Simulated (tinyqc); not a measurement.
Worked calculation: BCS gap equation with a constant attraction inside the Debye window. Computed by tinyqc, a small Python program that keeps every step. Command: `OMP_NUM_THREADS=1 python tinyqc.py 3015575 3015576 out.jsonl bcs walk`. One thread of a shared host (Intel(R) Xeon(R) Processor @ 2.30GHz), about 0.01 s of CPU time with the checks. Intermediate numbers are printed to about 5 digits and carried at full precision; extremes and crossings named in words are read from the listed rows.

Pairs attract with strength V for |xi| < k_B Theta; N(0) is the density of states for one spin. Energies are given as temperatures (E/k_B, in K) unless marked.

Inputs (values chosen for the exercise, modelled on aluminium):

| quantity | value | unit |
|---|---|---|
| coupling N(0)V | 0.168 | - |
| Debye temperature Theta | 418 | K |
| temperature T | 0.719 | K |
| Fermi velocity v_F | 2.2e+06 | m/s |
| electron density n | 18.8 | 1e28/m^3 |
| mean free path l | 69 | nm |
| junction resistance R_n | 1.7 | kilo-ohm |

Solver: bisection.

Constants: k_B = 8.617333262e-05 eV/K; hbar = 1.054571817e-34 J s; k_B = 1.380649e-23 J/K; m_0 = 9.1093837015e-31 kg; eps_0 = 8.8541878128e-12 F/m; c = 299792458 m/s; e = 1.602176634e-19 C; h = 6.62607015e-34 J s.

## Gap at zero temperature

At T = 0 the gap equation 1/(N(0)V) = int_0^Theta d xi/sqrt(xi^2 + Delta^2) has the integral arcsinh(Theta/Delta), so Delta_0 = Theta/sinh(1/(N(0)V)); weak coupling gives 2 Theta exp(-1/(N(0)V)).

Delta_0 = 2.1733 K

weak-coupling Delta_0 = 2.1733 K

Delta_0 in meV = 0.18728 meV

## Critical temperature

Gap equation: 1/(N(0)V) = I(Delta, T) = int_0^Theta tanh(E/2T)/E d xi, E = sqrt(xi^2 + Delta^2); 64 Gauss-Legendre points in y with xi = max(Delta, T) sinh(y). T_c solves I(0, T_c) = 1/(N(0)V); the weak-coupling form is T_c = (2 e^C/pi) Theta exp(-1/(N(0)V)) with Euler's C = 0.5772157, and 2 Delta_0/T_c then tends to 2 pi e^-C = 3.528.

T_c = 1.2321 K

weak-coupling T_c = 1.2321 K

2 Delta_0/T_c = 3.5278

T_c/Theta = 0.0029; the ratio lies 0.00 % from 3.528, so the universal weak-coupling laws hold.

## One evaluation of the gap equation

Take Delta = Delta_0 as the trial; the fixed-point update is Delta(new) = N(0)V Delta I(Delta, T).

I(Delta_0, T) = 5.8870

updated Delta = 2.1494 K

## Gap at temperature T

Residual r = N(0)V I - 1, with Delta_0 = Theta/sinh(1/(N(0)V)). Bisection between 0 and Delta_0. Stop when |r| < 1e-9 or after 40 steps.

Iterations:

| step | Delta (K) | residual r |
|---|---|---|
| 1 | 1.0867 | 5.5290e-02 |
| 2 | 1.6300 | 2.2573e-02 |
| 3 | 1.9017 | 5.6303e-03 |
| 4 | 2.0375 | -2.7413e-03 |
| 5 | 1.9696 | 1.4311e-03 |
| 6 | 2.0035 | -6.5876e-04 |
| 7 | 1.9865 | 3.8531e-04 |
| 8 | 1.9950 | -1.3695e-04 |
| 9 | 1.9908 | 1.2412e-04 |
| ... | ... | ... |
| 16 | 1.9928 | -3.1039e-07 |
| 17 | 1.9928 | 7.0944e-07 |
| 18 | 1.9928 | 1.9953e-07 |
| 19 | 1.9928 | -5.5428e-08 |
| 20 | 1.9928 | 7.2050e-08 |
| 21 | 1.9928 | 8.3109e-09 |
| 22 | 1.9928 | -2.3559e-08 |
| 23 | 1.9928 | -7.6239e-09 |
| 24 | 1.9928 | 3.4351e-10 |

converged (1 yes, 0 no) = 1

Delta(T) = 1.9928 K

Converged in 24 steps: Delta(T)/Delta_0 = 0.9169 at T/T_c = 0.584.

## Lengths and fields

xi_0 = hbar v_F/(pi Delta_0); lambda_L = sqrt(m_0 eps_0 c^2/(n e^2)); N(0) = 3 n/(2 m_0 v_F^2) for one spin; condensation energy N(0) Delta_0^2/2 = B_c^2/(2 mu_0), mu_0 = 1/(eps_0 c^2); with scattering lambda = lambda_L sqrt(1 + xi_0/l) in the local limit (where xi_0 and l both exceed lambda, nonlocal response makes the true depth larger); Ginzburg-Landau kappa = 0.96 lambda_L/xi_0 + 0.72 lambda_L/l. Free-electron mass throughout; heavier carriers, as in niobium or vanadium, give a larger lambda_L and kappa and can make the metal type II.

coherence length xi_0 = 2461.2 nm

London depth lambda_L = 12.256 nm

critical field B_c(0) = 8.5068 mT

depth with scattering = 74.217 nm

Ginzburg-Landau kappa = 0.13267

Kappa lies below 1/sqrt(2): type I, and the sample is dirty, l well below xi_0.

## A tunnel junction of this metal

Ambegaokar-Baratoff: I_c R_n = (pi Delta/(2e)) tanh(Delta/2T); Josephson energy E_J = hbar I_c/(2e), given as E_J/h; inductance hbar/(2 e I_c); thermal quasiparticle fraction x = n_qp/(2 N(0) Delta) = sqrt(2 pi T/Delta) exp(-Delta/T), valid for T well below Delta.

I_c R_n = 237.98 microvolt

critical current I_c = 139.99 nA

E_J/h = 69.531 GHz

Josephson inductance = 2.3509 nH

quasiparticle fraction x = 0.094192

## Gap and superfluid density against temperature

Interpolation tanh(1.74 sqrt(T_c/T - 1)); near T_c, 1.74 sqrt(1 - T/T_c). Clean-limit superfluid fraction 1 - (1/2T) int_0^(40 T) cosh^-2(E/2T) d xi (64 points); two-fluid rule 1 - (T/T_c)^4.

Reduced quantities:

| T/T_c | Delta/Delta_0 | tanh form | square-root form | superfluid fraction | two-fluid rule |
|---|---|---|---|---|---|
| 0.10 | 1.00000 | 0.99994 | 1.6507 | 1.00000 | 0.99990 |
| 0.20 | 0.99988 | 0.99810 | 1.5563 | 0.99885 | 0.99840 |
| 0.30 | 0.99712 | 0.99022 | 1.4558 | 0.98176 | 0.99190 |
| 0.40 | 0.98503 | 0.97221 | 1.3478 | 0.92792 | 0.97440 |
| 0.50 | 0.95689 | 0.94023 | 1.2304 | 0.83404 | 0.93750 |
| 0.60 | 0.90699 | 0.88975 | 1.1005 | 0.70668 | 0.87040 |
| 0.70 | 0.82877 | 0.81411 | 0.9530 | 0.55372 | 0.75990 |
| 0.80 | 0.71104 | 0.70137 | 0.7782 | 0.38179 | 0.59040 |
| 0.90 | 0.52634 | 0.52267 | 0.5502 | 0.19595 | 0.34390 |
| 0.95 | 0.38032 | 0.37925 | 0.3891 | 0.09904 | 0.18549 |
| 0.98 | 0.24358 | 0.24358 | 0.2461 | 0.03985 | 0.07763 |

The tanh form misses the gap by at most about 0.017 (at T/T_c = 0.6); the square-root form is within 3 % only from T/T_c = 0.95. The gap keeps 99 % of Delta_0 up to T/T_c = 0.3, since quasiparticles are exponentially few. The two-fluid rule exceeds the BCS superfluid fraction most, by 0.21, at T/T_c = 0.8.

Checks made by the program: weak-coupling T_c, allowing for terms of order exp(-Theta/T_c) (relative difference below 1e-10).
